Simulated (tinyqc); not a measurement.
MOS capacitor with interface traps: C-V stretch-out, conductance peak and subthreshold swing: one step, computed by the program tinyqc.

Energies at the interface are counted from the valence band. psi > 0 means bending towards depletion, so the surface potential is -psi. Boltzmann statistics, full ionisation, no quantum confinement. Traps are neutral when filled up to E_n, with a sharp (zero-temperature) occupation.

Question. Conductance peak. v = sqrt(3 k_B T/m) with the majority mass; surface density n_s = N exp(-psi/k_B T); tau = 1/(sigma v n_s); for a continuum of levels G_p/omega = C_it ln(1 + omega^2 tau^2)/(2 omega tau), which peaks at omega tau = 1.98, the frequency 1.98/(2 pi tau); potential fluctuations are left out.

Inputs (values chosen for the exercise, for a model semiconductor):
```
quantity                              value   unit
electron mass m_e                     0.264    m_0
doping N                            1.3e+17  cm^-3
capture cross-section sigma           3e-17   cm^2
band bending towards depletion psi     0.57      V
temperature T                           400      K
```

Substrate: n-type. Trap spectrum: flat plus a Gaussian peak.

k_B T = 0.03446933 eV

C_it = 0.01680760 microF/cm^2

Constants: k_B = 1.380649e-23 J/K; m_0 = 9.1093837015e-31 kg.

Give: v; n_s; trap time constant; peak frequency; peak of G_p/omega.

Answer.

v = 2.6247e+07 cm/s

n_s = 8.5558e+09 cm^-3

trap time constant = 0.14843 s

peak frequency = 2.1230 Hz

peak of G_p/omega = 0.0067629 microF/cm^2

Caution: near and beyond midgap the traps also exchange with the minority band, so this majority-carrier time constant and peak do not apply.
